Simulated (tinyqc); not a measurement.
# Resistance of a tapered via with liner, size effect and interface: what changes with what

A round via whose diameter grows from db at the bottom as D(z) = db + 2 z/tan(ang). The fill, of diameter D - 2 tl, starts above the bottom liner (thickness fb tl) and has rho = rho0 (1 + ks lam/(D - 2 tl)); the sidewall liner conducts in parallel with it. The bottom liner and the interface are crossed over the full area pi db^2/4. Spreading in the lines above and below is left out.

Values chosen for this exercise; fill metal close to ruthenium: diameter at the bottom db = 11 nm; height hv = 43 nm; sidewall angle ang = 85 degrees; bulk resistivity of the fill rho0 = 7.86 uohm cm; mean free path of the fill lam = 6.67 nm; size-effect factor ks = 0.7; liner on the sidewall tl = 0.3 nm; liner at the bottom over that on the sidewall fb = 0.7; resistivity of the liner rl = 310 uohm cm; interface resistivity at the bottom ri = 1.4e-12 ohm cm^2; ballistic conductance per area, about 3/(4 rho0 lam) Sb = 1.5e15 S/m^2; bulk resistivity of the second fill (close to copper) rho2 = 1.65 uohm cm; its mean free path lam2 = 39.2 nm; its liner tl2 = 2 nm.

Each table varies one quantity; the others keep the values above.

## Via resistance against the diameter at the bottom

Slices between z0 = fb tl and hv, evaluated at their midpoints: conductance per length pi/4 [(D - 2 tl)^2/rho + (D^2 - (D - 2 tl)^2)/rl], slice resistance = slice height over that. 2000 slices. R_fill = sum of the slices; R_bottom = rl fb tl/(pi db^2/4); R_interface = ri/(pi db^2/4); ballistic (Sharvin) limit 1/(Sb pi (db - 2 tl)^2/4); ideal cylinder rho0 hv/(pi db^2/4).

Results:
columns A: db (nm); B: R_fill (ohm); C: R_bottom (ohm); D: R_interface (ohm); E: R (ohm); F: ballistic limit (ohm); G: R over ideal cylinder; H: largest part
```
A          B        C         D        E        F       G     H
6     97.441   23.024    4.9515   125.42   29.109  1.0492  fill
8.3   52.662   12.032    2.5875   67.282   14.317  1.0771  fill
16    15.132   3.2378   0.69630   19.066   3.5791  1.1342  fill
22    8.2038   1.7126   0.36829   10.285   1.8535  1.1567  fill
30    4.4965  0.92098   0.19806   5.6156  0.98203  1.1745  fill
42    2.3304  0.46989   0.10105   2.9013  0.49524  1.1893  fill
58    1.2357  0.24640  0.052989   1.5350  0.25763  1.2000  fill
80   0.65480  0.12951  0.027852  0.81217  0.13464  1.2079  fill
```

Estimate the missing row, db = 11 nm.

Computed row:
columns A: db (nm); B: R_fill (ohm); C: R_bottom (ohm); D: R_interface (ohm); E: R (ohm); F: ballistic limit (ohm); G: R over ideal cylinder; H: largest part
```
A        B       C       D       E       F       G     H
11  30.893  6.8502  1.4732  39.217  7.8479  1.1027  fill
```

With this row back in the table: R falls from 125 to 0.812 ohm. The fill is the largest part at db = 6 and in all other rows. R goes as db^(-1.92) between the first two rows and db^(-1.98) between the last two; area alone gives -2.

## Via resistance against the sidewall angle

Same model as above.

2000 slices.

The same in every row: R_bottom (ohm) = 6.8502; R_interface (ohm) = 1.4732; ballistic limit (ohm) = 7.8479.

Via resistance against the sidewall angle:
```
ang (degrees)  R_fill (ohm)  R (ohm)  R over ideal cylinder  largest part
90                   57.118   65.441                 1.8401          fill
89                   48.915   57.239                 1.6094          fill
88                   42.738   51.061                 1.4357          fill
87                   37.920   46.243                 1.3003          fill
86                   34.058   42.382                 1.1917          fill
84                   28.252   36.575                 1.0284          fill
82                   24.091   32.414                0.91143          fill
```

What does the table show?

R falls from 65.4 to 32.4 ohm. The fill is the largest part at ang = 90 and in all other rows. The share of the two bottom terms goes from 12.7 to 25.7 %.

## Two fill metals against the diameter

2000 slices. R_fill = sum of the slices; R_bottom = rl fb tl/(pi db^2/4); R_interface = ri/(pi db^2/4). The second fill has rho2, lam2 and tl2 in place of rho0, lam and tl.

Two fill metals against the diameter:
```
db (nm)  R, first fill (ohm)  R, second fill (ohm)  ratio second/first
6                     125.42                446.78              3.5623
8.5                   64.282                152.53              2.3729
12                    33.183                63.412              1.9110
17                    16.958                28.360              1.6724
24                    8.6822                13.301              1.5320
35                    4.1515                5.9568              1.4349
49                    2.1414                2.9502              1.3777
70                    1.0582                1.4140              1.3362
100                  0.52160               0.68219              1.3079
```

The ratio goes from 3.56 to 1.31. The first fill gives the lower R in every row.

Computed by the program tinyqc: `OMP_NUM_THREADS=1 python tinyqc.py 2750158 2750159 out.jsonl`, one thread of a shared Intel Xeon 2.30GHz, about 0.01 s for the whole run.
